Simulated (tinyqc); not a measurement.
Inside a calculation. Method: MP2 on RHF in the 6-31g basis, for He, spin multiplicity 1. Computed by tinyqc, a small Python program that keeps every step (integrals from PySCF). Settings: charge = 0, multiplicity = 1, basis = 6-31g, method = RHF, energy threshold = 1e-10, iteration cap = 76, orthogonalisation = canonical, start = Wolfsberg-Helmholz matrix, DIIS depth = 6. Command: `OMP_NUM_THREADS=1 python tinyqc.py 29393 29394 out.jsonl` (the two numbers bound the seeds that draw the settings). One thread of a shared host (Intel(R) Xeon(R) Processor @ 2.60GHz), about 0.06 s of CPU time with the checks. The early iterations of the SCF are left out here.

## One-electron integrals

Geometry (angstrom):
```
atom        x        y        z
He    0.00000  0.00000  0.00000
```

Basis 6-31g: exponents (1/bohr^2) and contraction coefficients of normalised primitives:
```
element  l (shell)  exponent  coefficient
He           s (1)  38.42163      0.04014
He           s (1)   5.77803      0.26125
He           s (1)   1.24177      0.79318
He           s (2)   0.29796      1.00000
```

Overlap, kinetic and nuclear-attraction integrals over the contracted functions; the nuclear repulsion is the sum of Za Zb / Rab.

nuclear repulsion = 0 hartree

overlap S:
```
         1He 1s   1He 2s
1He 1s  1.00000  0.63415
1He 2s  0.63415  1.00000
```

kinetic energy T (hartree):
```
         1He 1s   1He 2s
1He 1s  2.92565  0.46723
1He 2s  0.46723  0.44695
```

nuclear attraction V (hartree):
```
          1He 1s    1He 2s
1He 1s  -4.80528  -2.01364
1He 2s  -2.01364  -1.74214
```

core Hamiltonian H = T + V (hartree):
```
          1He 1s    1He 2s
1He 1s  -1.87963  -1.54641
1He 2s  -1.54641  -1.29519
```

## Two-electron integrals

Functions are numbered as in S; the eight-fold symmetry (ij|kl) = (ji|kl) = (kl|ij) leaves the list below.

Two-electron integrals (ij|kl) in chemists' order, unique and non-zero (hartree):
```
(11|11) 1.54394   (21|11) 0.78545   (21|21) 0.42703   (22|11) 0.80395
(22|21) 0.47619   (22|22) 0.61594
```

## Orthogonalisation

S = U s U^T; canonical form X = U s^(-1/2), so that X^T S X = 1. Each column of U has its largest component positive (the first on a tie).

eigenvalues of S: 0.36585  1.63415

X:
```
               1        2
1He 1s   1.16905  0.55315
1He 2s  -1.16905  0.55315
```

## Iteration 9 (converged): orbitals

converged F (hartree):
```
          1He 1s    1He 2s
1He 1s  -0.54922  -1.00037
1He 2s  -1.00037  -0.42915
```

Diagonalise F' = X^T F X, C = X C', fill 1 alpha and 1 beta electrons from the bottom; D = 2 C_occ C_occ^T. Each column has its largest component positive (the first on a tie).

F' = X^T F X (hartree):
```
          1         2
1   1.39725  -0.07764
2  -0.07764  -0.91152
```

orbital energies (hartree): MO1 -0.91413, MO2 1.39986

coefficients C:
```
            MO1       MO2
1He 1s  0.59208  -1.14982
1He 2s  0.51359   1.18696
```

D after iteration 9:
```
         1He 1s   1He 2s
1He 1s  0.70112  0.60817
1He 2s  0.60817  0.52754
```

## Convergence

Stop when the energy changes by less than 1e-10 hartree and every element of the error matrix X^T (F D S - S D F) X is below 3e-06.

Course of the cycle:
```
iteration  E (hartree)     change  largest element of the error matrix
1           -2.8023654          -                             4.68e-01
2           -2.8548273  -5.25e-02                             3.77e-02
3           -2.8551604  -3.33e-04                             1.56e-04
4           -2.8551604  -4.52e-09                             7.09e-05
5           -2.8551604  -6.84e-10                             4.58e-05
6           -2.8551604  -2.23e-10                             3.38e-05
7           -2.8551604  -9.95e-11                             2.68e-05
8           -2.8551604  -1.68e-10                             1.95e-08
9           -2.8551604    0.00000                             2.81e-11
```

PySCF RHF in the same basis = -2.8551604 hartree

Converged in 9 iterations.

## Integrals over molecular orbitals

(pq|rs) = sum C_ip C_jq C_kr C_ls (ij|kl), one index at a time.

one-electron integrals over orbitals h = C^T H C (hartree):
```
          1         2
1  -1.94103   0.31649
2   0.31649  -0.08874
```

Two-electron integrals over orbitals (pq|rs), unique and non-zero (hartree):
```
(11|11) 1.02691    (21|11) -0.31649   (21|21) 0.22767    (22|11) 0.85813
(22|21) -0.25555   (22|22) 0.76636
```

## Second-order Moller-Plesset energy

Hartree-Fock energy = -2.8551604 hartree

E2 = sum_ijab (ia|jb) [2 (ia|jb) - (ib|ja)] / (e_i + e_j - e_a - e_b) over occupied i, j and virtual a, b; the opposite-spin part is (ia|jb)^2 / denominator, the rest is same-spin, and SCS-MP2 scales them by 6/5 and 1/3.

Terms:
```
i  j  a  b  (ia|jb)  (ib|ja)  denominator      term
1  1  2  2  0.22767  0.22767     -4.62797  -0.01120
```

Pair energies (hartree; pair i-j sums ij and ji):
```
pair  opposite spin  same spin
1-1        -0.01120    0.00000
```

MP2 correlation energy = -0.0112001 hartree

SCS-MP2 correlation energy = -0.0134401 hartree

MP2 total energy = -2.8663605 hartree
